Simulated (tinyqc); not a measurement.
Molecular dynamics of a small cluster by velocity Verlet steps: one step, computed by the program tinyqc.

E = sum_(i<j) phi(r_ij), phi(r) = eps [exp(-2 alpha (r - r0)) - 2 exp(-alpha (r - r0))]; the force on i is -sum_j phi'(r_ij) (R_i - R_j)/r_ij.

Problem. Step 1. Velocity Verlet: a = c F/M with c = 9.648533212e-3 angstrom/fs^2 per eV/(angstrom u); R(new) = R + v dt + a dt^2/2; v(new) = v + (a + a(new)) dt/2. Kinetic energy K = M v^2/(2c); temperature T = 2K/((3N - 3) k_B), rotation of the cluster included. After each step v is scaled by sqrt(1 + (dt/tau)(T0/T - 1)).

Inputs (values chosen for the exercise, for model atoms):
```
quantity               value        unit
length r0                2.6    angstrom
well depth eps          0.43          eV
stiffness alpha         1.41  1/angstrom
atomic mass M            182           u
time step dt             9.5          fs
target temperature T0    300           K
coupling time tau        500          fs
```

Potential: Morse. Thermostat: Berendsen.

starting positions (angstrom):
```
            x      y      z
atom 1   0.04  -0.05  -0.02
atom 2    2.6  -0.04      0
atom 3   2.61   2.61  -0.02
atom 4  -0.09   2.63  -0.02
atom 5   1.27   1.24   1.85
atom 6   1.28    1.3  -1.85
```

starting velocities (angstrom/fs):
```
               x         y         z
atom 1   0.00011   0.00236  -0.00047
atom 2   0.00057  -0.00143  -0.00097
atom 3   0.00231    -2e-05   0.00169
atom 4  -0.00092  -0.00098  -0.00046
atom 5     6e-05  -0.00039   0.00018
atom 6  -0.00213   0.00046     3e-05
```

Constants: 1 eV/(angstrom u) = 9.648533212e-03 angstrom/fs^2; k_B = 8.617333262e-05 eV/K.

Give: positions after step 1; new forces; velocities after step 1; total energy.

Solution.

positions after step 1 (angstrom):
```
              x        y        z
atom 1   0.0411  -0.0270  -0.0245
atom 2   2.6052  -0.0530  -0.0093
atom 3   2.6311   2.6091  -0.0038
atom 4  -0.0978   2.6198  -0.0243
atom 5   1.2706   1.2366   1.8508
atom 6   1.2598   1.3044  -1.8490
```

new forces (eV/angstrom):
```
               x         y         z
atom 1   0.02083   0.16826   0.01022
atom 2  -0.12598   0.28368  -0.02462
atom 3  -0.40459  -0.32951   0.02891
atom 4   0.39576  -0.30030   0.06904
atom 5   0.03093   0.13540  -0.37616
atom 6   0.08305   0.04247   0.29262
```

velocities after step 1 (angstrom/fs):
```
                 x           y           z
atom 1   0.0001248   0.0024602  -0.0004693
atom 2   0.0005131  -0.0012944  -0.0009820
atom 3   0.0021179  -0.0001761   0.0017110
atom 4  -0.0007239  -0.0011437  -0.0004302
atom 5   0.0000711  -0.0003216  -0.0000079
atom 6  -0.0021031   0.0004756   0.0001783
```

total energy = -5.3721 eV
